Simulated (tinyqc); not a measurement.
Susceptibility against the Curie-Weiss form: Heisenberg spin cluster by exact diagonalisation: multiplets, susceptibility, level crossings. Computed by tinyqc, a small Python program. Command: `OMP_NUM_THREADS=1 python tinyqc.py 3001436 3001437 out.jsonl spincl walk`. One thread of a shared host (Intel(R) Xeon(R) Processor @ 2.30GHz), about 0.01 s of CPU time with the checks.

H = J1 sum S_i.S_j over the bonds 1-2, 2-3 + J2 sum over 1-3 - g mu_B B S_z; J > 0 is antiferromagnetic.

Inputs (values chosen for the exercise, for a model cluster): exchange J1 = 0.764 meV; exchange J2 = -0.066 meV; g factor = 2.17.

Cluster: triangle, two J1 bonds and one J2 bond. Spin s of each site: 0.5.

Constants: k_B = 8.617333262e-05 eV/K.

Method:
- Every multiplet has one member in the block S_z = 0.5; diagonalise it and read the total spin from <S^2> = S (S + 1).
- Z = sum k (2S + 1) exp(-E/(k_B T)) over the table, k the number of multiplets; <S^2> likewise with the factor S (S + 1); chi T = N_A g^2 mu_B^2 <S^2>/(3 k_B) = 0.125049 g^2 <S^2> cm^3 K/mol (cgs, per mole of clusters); C = (<E^2> - <E>^2)/(k_B T)^2; entropy = ln Z + <E>/(k_B T).
- High-temperature form: chi T = C0/(1 - theta/T), C0 = 0.125049 g^2 n s (s + 1), k_B theta = -(2/3) s (s + 1) (sum of J over bonds)/n, n = 3; a dash where T <= 1.05 theta.

Levels at B = 0:
```
E (meV),total S,number of multiplets
-0.7805,0.5,1
0.0495,0.5,1
0.3655,1.5,1
```

gap to the next level = 0.83 meV

theta = -2.8276 K

Against temperature:
```
T (K),chi T (cm^3 K/mol),Curie-Weiss,chi (cm^3/mol),C (k_B)
0.89,0.4416,0.3172,0.49622,2.4813e-03
1.80,0.4438,0.5153,0.24656,2.0096e-01
3.10,0.4868,0.6929,0.15703,8.1604e-01
5.30,0.6585,0.8640,0.12424,8.9601e-01
8.90,0.8852,1.0055,0.09946,4.4584e-01
14.00,1.0420,1.1023,0.07443,1.8579e-01
22.00,1.1466,1.1740,0.05212,7.2370e-02
35.00,1.2143,1.2259,0.03469,2.7239e-02
71.00,1.2712,1.2742,0.01790,6.2633e-03
140.00,1.2979,1.2987,0.00927,1.5622e-03
```

The Curie-Weiss form is within 3 % in the last 4 rows. chi keeps rising on cooling, towards the Curie law of the S = 0.5 ground state; among these rows C is largest at 5.3 K, and the gap is 9.63 K.

Extremes, crossings and ranges named in words are read from the listed rows.
